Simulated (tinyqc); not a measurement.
# Inputs raised by 10 %, one at a time

Model: chemical-mechanical planarisation: Preston law, pattern density and step-height reduction. Computed by tinyqc, a small Python program. Command: `OMP_NUM_THREADS=1 python tinyqc.py 3001313 3001314 out.jsonl cmp sens`. One thread of a shared host (Intel(R) Xeon(R) Processor @ 2.30GHz), about 0.02 s of CPU time with the checks.

A row of 8 cells, repeated periodically, holds raised features that cover a share rho of each cell.

Inputs (values chosen for the exercise, close to those used for copper polishing): Preston coefficient K = 1.7e-13 1/Pa; pressure P = 11 kPa; platen and carrier speed = 110 rpm; distance between the centres = 15 cm; initial step height h0 = 330 nm; contact height h_c = 64 nm; film above the raised areas z0 = 580 nm; cell size = 2.5 mm; planarisation length = 7 mm; polish time t = 77 s.

local pattern densities, cell by cell: [0.4, 0.3, 0.5, 0.1, 0.8, 0.9, 0.4, 0.25]

Method:
- With equal rotation speeds the relative speed is uniform, v = omega r_c; Preston rate R0 = K P v.
- The stiff pad averages the density: rho_eff(i) = sum_j w_ij rho_j / sum_j w_ij, w = exp(-2 d^2/L^2), L the planarisation length and d the distance between cell centres, summed over all periodic images of cell j.
- While h > h_c only raised areas polish, at R0/rho_eff, until t_c = rho_eff (h0 - h_c)/R0. After that h = h_c exp(-(t - t_c)/tau), tau = rho_eff h_c/R0; low areas polish at R0 (1 - h/h_c) and raised areas at R0 [1 + (1 - rho_eff) h/(rho_eff h_c)]. Removed from raised areas after t_c: h0 - h_c + R0 (t - t_c) + (1 - rho_eff)(h_c - h); from low areas: R0 (t - t_c) - rho_eff (h_c - h). Film left = z0 less the removal from raised areas.

Runs; columns: (1) input moved; (2) from; (3) to; (4) range of film left across the row (nm); (5) largest remaining step (nm); (6) thinnest film left (nm); (7) blanket rate R0 (nm/s):
```
(1)                             (2)   (3)     (4)     (5)     (6)     (7)
base run                          -     -  75.663  5.4040  121.33  3.2311
pressure P (kPa)                 11  12.1  74.619  2.7852   96.41  3.5542
initial step height h0 (nm)     330   363  84.479  9.0500  100.37  3.2311
contact height h_c (nm)          64  70.4  76.190  6.7954  121.37  3.2311
planarisation length (mm)         7   7.7  66.336  4.2228  123.31  3.2311
polish time t (s)                77  84.7  74.619  2.7852   96.41  3.2311
cell size (mm)                  2.5  2.75  85.814  6.9226  119.16  3.2311
platen and carrier speed (rpm)  110   121  74.619  2.7852   96.41  3.5542
```

Exponents ln(y'/y) / ln(x'/x):
```
input                     range of film left across the row  largest remaining step  thinnest film left  blanket rate R0
pressure P                                           -0.146                  -6.954              -2.412                1
initial step height h0                                1.156                   5.410              -1.989                0
contact height h_c                                    0.073                   2.404               0.004                0
planarisation length                                 -1.380                  -2.588               0.170                0
polish time t                                        -0.146                  -6.954              -2.412                0
cell size                                             1.321                   2.598              -0.189                0
platen and carrier speed                             -0.146                  -6.954              -2.412                1
```

To which inputs is each result most sensitive?

Among the inputs moved here: range of film left across the row answers most in size to planarisation length (exponent -1.380), next to cell size (+1.321). Largest remaining step answers most in size to pressure P (exponent -6.954), and about equally to polish time t (-6.954), platen and carrier speed (-6.954). Thinnest film left answers most in size to pressure P (exponent -2.412), and about equally to polish time t (-2.412), platen and carrier speed (-2.412). Blanket rate R0 answers most in size to pressure P (exponent +1.000), and about equally to platen and carrier speed (+1.000); its exponent is below 0.0005 for initial step height h0, contact height h_c, planarisation length, polish time t, cell size. Its exponent +1.000 in pressure P: Preston's law. Its exponent +1.000 in platen and carrier speed: Preston's law.

Extremes, crossings and ranges named in words are read from the listed rows.
